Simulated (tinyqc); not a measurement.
Inside a calculation. Method: plane-wave Kohn-Sham cycle with exchange-only LDA in a layered model solid. Computed by tinyqc, a small Python program that keeps every step. Settings: points = 16, plane-wave index or count = 2, electrons = 2, k points = 4, area = 10.0, mixing = 0.8, iteration cap = 75. Command: `OMP_NUM_THREADS=1 python tinyqc.py 27091 27092 out.jsonl` (the two numbers bound the seeds that draw the settings). One thread of a shared host (Intel(R) Xeon(R) Processor @ 2.60GHz), about 0.04 s of CPU time with the checks. Later iterations appear only in the table of the cycle.

## Iteration 1: potential

A solid whose potential varies along x alone (atomic units):
```
parameter                      value
period a                    9.600000
cross-section of the cell  10.000000
electrons per cell                 2
grid points                       16
plane waves -n..n, n               2
k points                           4
V1 in V1 cos(2 pi x/a)     -0.550000
V2 in V2 cos(4 pi x/a)     -0.280000
```

density at the start, on the grid x_j = j a/N (e/bohr^3): 0.02083333  0.02083333  0.02083333  0.02083333  0.02083333  0.02083333  0.02083333  0.02083333  0.02083333  0.02083333  0.02083333  0.02083333  0.02083333  0.02083333  0.02083333  0.02083333

V_H(G) = 4 pi rho(G)/G^2 for G != 0 (uniform background); v_x = -(3 rho/pi)^(1/3); V = V_ext + V_H + v_x; Fourier components f(G_m) = (1/N) sum_j f(x_j) exp(-i G_m x_j).

Potentials on the grid (hartree):
```
x             V_ext       V_H        v_x          V
0.000000  -0.830000  0.000000  -0.270963  -1.100963
0.600000  -0.706124  0.000000  -0.270963  -0.977087
1.200000  -0.388909  0.000000  -0.270963  -0.659872
1.800000  -0.012486  0.000000  -0.270963  -0.283449
2.400000   0.280000  0.000000  -0.270963   0.009037
3.000000   0.408466  0.000000  -0.270963   0.137503
3.600000   0.388909  0.000000  -0.270963   0.117946
4.200000   0.310144  0.000000  -0.270963   0.039181
4.800000   0.270000  0.000000  -0.270963  -0.000963
5.400000   0.310144  0.000000  -0.270963   0.039181
6.000000   0.388909  0.000000  -0.270963   0.117946
6.600000   0.408466  0.000000  -0.270963   0.137503
7.200000   0.280000  0.000000  -0.270963   0.009037
7.800000  -0.012486  0.000000  -0.270963  -0.283449
8.400000  -0.388909  0.000000  -0.270963  -0.659872
9.000000  -0.706124  0.000000  -0.270963  -0.977087
```

V(G_m), m = 0, 1, 2, ... (hartree): -0.270963  -0.275000  -0.140000  0.000000  0.000000

## Iteration 1: Hamiltonian at one k

k = 0.125000 2 pi / a

H(m,m') = (k + G_m)^2/2 delta + V(G_m - G_m'), with V(-G) = V(G).

H (hartree):
```
           -2         -1         +0         +1         +2
-2   0.482028  -0.275000  -0.140000   0.000000   0.000000
-1  -0.275000  -0.106978  -0.275000  -0.140000   0.000000
+0  -0.140000  -0.275000  -0.267616  -0.275000  -0.140000
+1   0.000000  -0.140000  -0.275000   0.000114  -0.275000
+2   0.000000   0.000000  -0.140000  -0.275000   0.696212
```

## Iteration 1: levels at that k

Diagonalise the Hermitian matrix.

eigenvalues (hartree): -0.709267  -0.041061  0.159620  0.596653  0.797814

## Iteration 1: new density

Motion across x is left out: the lowest 1 band(s) hold two electrons at each of the k points (j + 1/2)/nk - 1/2. Residual R = rho(out) - rho(in); rho(new) = rho(in) + 0.8 R. rho(out) = 2/(a A nk) sum |psi|^2 with psi = sum c exp(i G x). Harris energy E = band energy - dV sum rho (V_H/2 + v_x) + (3/4) dV sum rho v_x with rho(in), dV = a A/N, band energy = (2/nk) sum of the filled levels.

rho(out) (e/bohr^3): 0.08257423  0.06886319  0.03912104  0.01410399  0.00279105  0.00026036  0.00001888  0.00010580  0.00023050  0.00010580  0.00001888  0.00026036  0.00279105  0.01410399  0.03912104  0.06886319

density after iteration 1 (e/bohr^3): 0.07022605  0.05925721  0.03546350  0.01544986  0.00639951  0.00437495  0.00418177  0.00425131  0.00435106  0.00425131  0.00418177  0.00437495  0.00639951  0.01544986  0.03546350  0.05925721

energy per cell = -1.27926341 hartree

## Iteration 2: potential

As before.

Potentials on the grid (hartree):
```
x             V_ext        V_H        v_x          V
0.000000  -0.830000   0.940312  -0.406278  -0.295965
0.600000  -0.706124   0.832928  -0.383917  -0.257112
1.200000  -0.388909   0.556712  -0.323532  -0.155729
1.800000  -0.012486   0.212659  -0.245263  -0.045090
2.400000   0.280000  -0.111415  -0.182827  -0.014241
3.000000   0.408466  -0.372844  -0.161058  -0.125436
3.600000   0.388909  -0.560418  -0.158651  -0.330161
4.200000   0.310144  -0.672743  -0.159526  -0.522125
4.800000   0.270000  -0.710070  -0.160764  -0.600834
5.400000   0.310144  -0.672743  -0.159526  -0.522125
6.000000   0.388909  -0.560418  -0.158651  -0.330161
6.600000   0.408466  -0.372844  -0.161058  -0.125436
7.200000   0.280000  -0.111415  -0.182827  -0.014241
7.800000  -0.012486   0.212659  -0.245263  -0.045090
8.400000  -0.388909   0.556712  -0.323532  -0.155729
9.000000  -0.706124   0.832928  -0.383917  -0.257112
```

V(G_m), m = 0, 1, 2, ... (hartree): -0.237287  0.068920  -0.108073  0.007035  0.002906

## Iteration 2: Hamiltonian at one k

k = 0.125000 2 pi / a

As before.

H (hartree):
```
           -2         -1         +0         +1         +2
-2   0.515704   0.068920  -0.108073   0.007035   0.002906
-1   0.068920  -0.073302   0.068920  -0.108073   0.007035
+0  -0.108073   0.068920  -0.233940   0.068920  -0.108073
+1   0.007035  -0.108073   0.068920   0.033790   0.068920
+2   0.002906   0.007035  -0.108073   0.068920   0.729888
```

## Iteration 2: levels at that k

As before.

eigenvalues (hartree): -0.324735  -0.082754  0.095705  0.535816  0.748108

## Iteration 2: new density

As before.

rho(out) (e/bohr^3): 0.00202189  0.00181480  0.00170506  0.00282104  0.00728156  0.01877552  0.03868173  0.05992198  0.06930807  0.05992198  0.03868173  0.01877552  0.00728156  0.00282104  0.00170506  0.00181480

density after iteration 2 (e/bohr^3): 0.01566272  0.01330328  0.00845675  0.00534680  0.00710515  0.01589540  0.03178174  0.04878784  0.05631667  0.04878784  0.03178174  0.01589540  0.00710515  0.00534680  0.00845675  0.01330328

energy per cell = -1.05367545 hartree

## Convergence

Stop when sqrt(dV sum R^2) is below 1e-8, dV = a A/N.

Course of the cycle:
```
iteration  E (hartree)  norm of the residual
1          -1.27926341              2.77e-01
2          -1.05367545              4.03e-01
3          -2.24464385              3.79e-01
4          -0.88135955              3.53e-01
5          -2.05676775              3.57e-01
6          -0.91225546              3.66e-01
7          -2.11784211              3.64e-01
8          -0.90217595              3.62e-01
9          -2.09998522              3.62e-01
10         -0.90510901              3.63e-01
11         -2.10536083              3.63e-01
...                ...                   ...
65         -2.10412540              3.63e-01
66         -0.90442772              3.63e-01
67         -2.10412540              3.63e-01
68         -0.90442772              3.63e-01
69         -2.10412540              3.63e-01
70         -0.90442772              3.63e-01
71         -2.10412540              3.63e-01
72         -0.90442772              3.63e-01
73         -2.10412540              3.63e-01
74         -0.90442772              3.63e-01
75         -2.10412540              3.63e-01
```

Not converged within 75 iterations: the residual has stopped falling: the iteration swings between two states. Reruns (cap 100 unless said): mixing 0.1: not converged; mixing 0.5, Kerker q0 1.0: converged in 42 (E = -0.72184); mixing 0.3, Pulay depth 5: converged in 27 (E = -0.72184); the original settings with a cap of 400: not converged.
